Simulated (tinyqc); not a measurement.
Two-diode model of a solar cell: course of the iteration.

J is the current delivered and Vj = V + J Rs the junction voltage. J = X JL - J01 (exp(Vj/(n1 Vt)) - 1) - J02 (exp(Vj/(2 Vt)) - 1) - Vj/Rp. The photocurrent does not depend on voltage.

Start: Vj = 1 V.

Open circuit: J(Vj) = 0. G = -dJ/dVj = J01 exp(Vj/(n1 Vt))/(n1 Vt) + J02 exp(Vj/(2 Vt))/(2 Vt) + 1/Rp. Vj(new) = Vj + J/G.

Stop when the step is below 1e-10 V, or after 80 iterations.

Values chosen for this exercise; values of the order met in cells of gallium arsenide:
- T = 273 K (temperature)
- JL = 23.2 mA/cm^2 (photocurrent at one sun)
- X = 10 suns (concentration)
- J01 = 8.7e-23 A/cm^2 (saturation current of the first diode)
- n1 = 1 (ideality factor of the first diode)
- Rp = 500 ohm cm^2 (shunt resistance)
- J02 = 2e-12 A/cm^2 (saturation current of the second diode (ideality 2))

Constants: q = 1.602176634e-19 C, kB = 1.380649e-23 J/K, Vt = kB T/q. Results are converted to the units shown.

Course of the iteration:
```
iteration  Vj before the step (V)  step (V)
1                               1      2.67
2                         3.66508   -0.0235
3                         3.64155   -0.0235
4                         3.61803   -0.0235
5                         3.59450   -0.0235
6                         3.57097   -0.0235
7                         3.54745   -0.0235
8                         3.52392   -0.0235
9                         3.50040   -0.0235
...                           ...       ...
72                        2.01830   -0.0235
73                        1.99478   -0.0235
74                        1.97125   -0.0235
75                        1.94773   -0.0235
76                        1.92420   -0.0235
77                        1.90068   -0.0235
78                        1.87715   -0.0235
79                        1.85363   -0.0235
80                        1.83010   -0.0235
```

Did this iteration meet its convergence test, and what does its course show?

No. Not converged within 80 iterations: the residual has levelled off at one value (counting the size of the step as the residual). A rerun with another start (Vj = n1 Vt ln(X JL/J01), the open-circuit voltage of the J01 term alone) converges in 5 iterations.

tinyqc, about 0.01 s, one thread, Intel Xeon 2.30GHz (shared host): `OMP_NUM_THREADS=1 python tinyqc.py 2280104 2280105 out.jsonl`
